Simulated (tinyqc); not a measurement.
Worked calculation: sp3 tight binding, zinc-blende lattice. One step of it, computed by the program tinyqc.

Task: Bloch Hamiltonian at k. Slater-Koster rules over the four bonds with direction cosines (l, m, n): ss V_ss; s-px l V_sp; px-s -l V_sp; px-px l^2 V_pps + (1 - l^2) V_ppp; px-py l m (V_pps - V_ppp); each times exp(i k.d).

Parameters chosen for this model: zinc-blende lattice, anion at 0, cation at a/4 (1,1,1); V = eta hbar^2 / (m d^2), hbar^2/m = 7.619964 eV angstrom^2:
```
parameter          value      unit
a               5.160000  angstrom
d               2.234346  angstrom
Es anion      -14.010000        eV
Ep anion       -5.610000        eV
Es cation     -14.010000        eV
Ep cation      -5.610000        eV
eta ss         -1.400000
eta sp          1.840000
eta pp sigma    3.240000
eta pp pi      -0.810000
V ss           -2.136881        eV
V sp            2.808472        eV
V pp sigma      4.945353        eV
V pp pi        -1.236338        eV
```

k point k (2 pi / a): 0.290000  -0.510000  0.690000

Give: H(k) at k.

Result:

H(k) at k (eV):
```
                a s           a px          a py           a pz
a s         -14.010          0.000         0.000          0.000
a px          0.000         -5.610         0.000          0.000
a py          0.000          0.000        -5.610          0.000
a pz          0.000          0.000         0.000         -5.610
c s   -2.500+2.387i  -3.697+0.929i  1.755-1.957i  -0.959+3.582i
c px   3.697-0.929i   0.964-0.921i  1.218-4.552i  -2.230+2.487i
c py  -1.755+1.957i   1.218-4.552i  0.964-0.921i   4.698-1.181i
c pz   0.959-3.582i  -2.230+2.487i  4.698-1.181i   0.964-0.921i

                c s           c px           c py           c pz
a s   -2.500-2.387i   3.697+0.929i  -1.755-1.957i   0.959+3.582i
a px  -3.697-0.929i   0.964+0.921i   1.218+4.552i  -2.230-2.487i
a py   1.755+1.957i   1.218+4.552i   0.964+0.921i   4.698+1.181i
a pz  -0.959-3.582i  -2.230-2.487i   4.698+1.181i   0.964+0.921i
c s         -14.010          0.000          0.000          0.000
c px          0.000         -5.610          0.000          0.000
c py          0.000          0.000         -5.610          0.000
c pz          0.000          0.000          0.000         -5.610
```
